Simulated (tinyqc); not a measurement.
## Random telegraph noise from one oxide trap in a small MOSFET: time constants and noise against gate voltage

An acceptor-like trap exchanges electrons with the channel. Inversion charge Q = Cox u, u = n Vt W0(exp((Vg - VT)/(n Vt))), W0 the Lambert function, n = nf, Cox = eps0 eox/tox; linear regime Id = (W/L) mu Q Vd. Relative to threshold the surface potential rises by Vt ln(u/u0) and the oxide voltage by the rest of Vg - VT, with u0 = n Vt W0(1).

N = Cox u/q; dpsi = Vt ln(u/u0); E = E0 - dpsi - (xt/tox)(Vg - VT - dpsi); capture time tc = 1/[(N/zi) vth s0 exp(-xt/lt - EB/Vt)]; emission time te = tc exp(-E/Vt); occupancy te/(tc + te). A = W L; threshold step dV = q (1 - xt/tox)/(Cox A); gm/Id = 1/(u + n Vt); relative step dI/I = (gm/Id) dV + asc mu/A. fc = (1/tc + 1/te)/(2 pi); rms = (dI/I) sqrt(tc te)/(tc + te).

Parameters, values chosen for the exercise; values of the order met in silicon transistors: temperature T = 350 K; relative permittivity of the gate insulator (close to silicon dioxide) eox = 3.9; insulator thickness tox = 3.5 nm; depth of the trap from the channel interface xt = 1.4 nm; trap level above the channel Fermi level at threshold E0 = 0.28 eV; capture prefactor s0 = 7e-15 cm^2; capture barrier (lattice relaxation) EB = 0.32 eV; tunnelling decay length lt = 0.12 nm; thermal velocity vth = 1.5e7 cm/s; thickness of the inversion layer zi = 1.5 nm; threshold voltage VT = 0.38 V; body factor nf = 1.4; gate width W = 44 nm; gate length L = 170 nm; mobility mu = 210 cm^2/(V s); scattering coefficient of the charged trap asc = 0 V s; drain voltage Vd = 0.05 V.

Constants: q = 1.602176634e-19 C, kB = 1.380649e-23 J/K, Vt = kB T/q, eps0 = 8.8541878128e-14 F/cm where lengths are in cm. Results are converted to the units shown.

Results:
```
Vg (V)	E (eV)	tc (s)	te (s)	occupancy	dI/I (%)	fc (Hz)	rms dI/I (%)
0.71	0.10525	0.0043138	1.3161e-4	0.029607	0.43944	1246.2	0.074485
0.77	0.077876	0.0035797	2.7070e-4	0.070303	0.37372	632.41	0.095545
0.83	0.050977	0.0030497	5.6264e-4	0.15575	0.32421	335.06	0.11756
0.89	0.024441	0.0026510	0.0011789	0.30781	0.28574	195.04	0.13190
0.95	-0.0018086	0.0023411	0.0024858	0.51499	0.25510	132.01	0.12749
1.01	-0.027828	0.0020939	0.0052683	0.71558	0.23018	106.22	0.10384
1.13	-0.079330	0.0017255	0.023945	0.93278	0.19220	98.885	0.048126
1.19	-0.10487	0.0015848	0.051289	0.97003	0.17743	103.53	0.030255
```

Estimate the missing row, Vg = 1.07 V.

Computed row:
```
Vg (V)	E (eV)	tc (s)	te (s)	occupancy	dI/I (%)	fc (Hz)	rms dI/I (%)
1.07	-0.053658	0.0018925	0.011212	0.85558	0.20955	98.291	0.073658
```

With this row back in the table: tc falls from 0.00431 to 0.00158 s as the channel fills and te rises from 1.32e-4 to 0.0513 s; they are equal at Vg = 0.946 V, where E = 0. The rms noise goes from 0.0745 through a maximum of 0.132 (at Vg = 0.89 V among the rows listed) to 0.0303 %. The slope -Vt d ln(tc/te)/dVg is 0.456 between the first two rows and 0.426 between the last two; it tends to xt/tox = 0.400 only when the surface potential stops moving.

Range of the model: VT is taken as given; short-channel effects and the uneven flow of current among few electrons are left out.

Numbers from tinyqc (`OMP_NUM_THREADS=1 python tinyqc.py 2710031 2710032 out.jsonl`; about 0.01 s on one thread of a shared Intel Xeon 2.30GHz).
